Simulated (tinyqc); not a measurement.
# Tunnelling through a two-layer gate stack, WKB transmission and Tsu-Esaki current: effect of temperature

Electrons leave the emitter at x = 0. Energies E (motion across the layers) are in eV from the emitter Fermi level; the collector Fermi level lies at -V and offers states at every E. No charge in the dielectric and no image force: F1 = V/(t1 + t2 eps1/eps2), F2 = F1 eps1/eps2; U = phi1 - F1 x in layer 1 and phi2 - F1 t1 - F2 (x - t1) in layer 2. With C = hbar^2/(2 m0), kappa = sqrt(m (U - E)/C) where U > E and 0 elsewhere; T(E) = exp(-S), S = 2 times the integral of kappa over x.

Each layer adds (2/F) sqrt(m/C) [G(u at its left edge) - G(u at its right edge)] to S, with u = U - E (0 where negative) and G(u) = (2/3) u^1.5. J = J0 times the integral of T(E) N(E) dE, N = ln[(1 + exp(-E/Vt))/(1 + exp((-E - V)/Vt))], J0 = q^2 me m0 kB T/(2 pi^2 hbar^3) (times 1e-4 for A/cm^2 per eV), from E = -Ef to far above the barrier (T = 1 there), by quadrature converged to the digits shown. The share over the barrier is that of energies above the highest band edge; 0 means below 1e-6 %.

Parameters, values chosen for the exercise; layer 1 close to silicon dioxide, layer 2 close to aluminium oxide: Fermi energy of the emitter above its band bottom Ef = 0.21 eV; emitter mass in the supply function me = 0.81 m0; barrier of layer 1 above the emitter Fermi level at zero bias phi1 = 3.05 eV; tunnelling mass of layer 1 m1 = 0.51 m0; thickness of layer 1 t1 = 0.7 nm; relative permittivity of layer 1 eps1 = 3.95; barrier of layer 2 at zero bias phi2 = 2.54 eV; tunnelling mass of layer 2 m2 = 0.41 m0; thickness of layer 2 t2 = 3.8 nm; relative permittivity of layer 2 eps2 = 8.95; voltage across the dielectric V = 1.2 V.

Constants: q = 1.602176634e-19 C, kB = 1.380649e-23 J/K, hbar = 1.054571817e-34 J s, m0 = 9.1093837015e-31 kg, Vt = kB T/q, hbar^2/(2 m0) = 0.0380998212 eV nm^2. Results are converted to the units shown.

Effect of temperature:
```
T (K),J (A/cm^2),mean E of the current (eV),share over the barrier (%)
50,5.782e-11,-0.1105,0
100,5.875e-11,-0.1087,0
200,6.266e-11,-0.1013,0
300,6.978e-11,-0.08831,0
400,8.127e-11,-0.06817,0
500,9.954e-11,-0.03720,0
600,1.423e-10,0.1671,0
750,2.331e-8,1.945,7.51e-4
```

What does the table show?

Between 50 and 300 K the current changes by a factor of 1.21, and between 300 and 750 K by 334; the mean energy of the current rises from -0.111 to 1.95 eV. The transmission grows by a factor e over d = 0.0912 eV near E = 0, equal to kB T/q at 1060 K: far below that temperature the thermal tail adds little. In every row a layer is thinner than 0.8 nm, a few atomic planes, where an effective mass is a rough description.

Computed by the program tinyqc: `OMP_NUM_THREADS=1 python tinyqc.py 2540130 2540131 out.jsonl`, one thread of a shared Intel Xeon 2.30GHz, about 0.04 s for the whole run.
